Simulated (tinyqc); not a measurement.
Born-Oppenheimer dynamics on the unrestricted LDA (VWN5)/sto-3g surface (energies and gradients from PySCF), for H3, spin multiplicity 2, step by step. Computed by tinyqc, a small Python program that keeps every step (integrals from PySCF). Settings: charge = 0, multiplicity = 2, basis = sto-3g, functional = lda,vwn, time step (fs) = 0.5, steps = 16. Command: `OMP_NUM_THREADS=1 python tinyqc.py 26249 26250 out.jsonl` (the two numbers bound the seeds that draw the settings). One thread of a shared host (Intel(R) Xeon(R) Processor @ 2.60GHz), about 4 s of CPU time with the checks.

positions (bohr):
```
           x         y          z
1H  0.039684  0.045353   0.009449
2H  0.041574  0.073699   1.827365
3H  0.028346  0.413850  -1.776343
```

The total energy should stay constant up to terms of order dt^2; the step counts as short enough if it moves by less than 2 % of the largest kinetic energy.

Trajectory:
```
time (fs)  1H-2H (angstrom)  potential (hartree)  kinetic (hartree)  total (hartree)
0.000000           0.962117          -1.55844871         0.00012257      -1.55832613
0.500000           0.963984          -1.55836029         0.00003521      -1.55832508
1.000000           0.964104          -1.55837771         0.00005262      -1.55832508
1.500000           0.962474          -1.55850085         0.00017471      -1.55832615
2.000000           0.959178          -1.55871282         0.00038470      -1.55832812
2.500000           0.954384          -1.55898237         0.00065168      -1.55833070
3.000000           0.948338          -1.55926880         0.00093534      -1.55833346
3.500000           0.941355          -1.55952856         0.00119264      -1.55833592
4.000000           0.933806          -1.55972302         0.00138542      -1.55833760
4.500000           0.926106          -1.55982592         0.00148779      -1.55833813
5.000000           0.918685          -1.55982913         0.00149177      -1.55833736
5.500000           0.911974          -1.55974476         0.00140932      -1.55833544
6.000000           0.906368          -1.55960259         0.00126972      -1.55833286
6.500000           0.902203          -1.55944260         0.00111230      -1.55833030
7.000000           0.899726          -1.55930437         0.00097589      -1.55832848
7.500000           0.899077          -1.55921614         0.00088826      -1.55832788
8.000000           0.900271          -1.55918735         0.00085875      -1.55832860
```

Is the time step short enough?

Yes. The total energy moves within 1.3e-05 hartree, under 2 % of the largest kinetic energy.
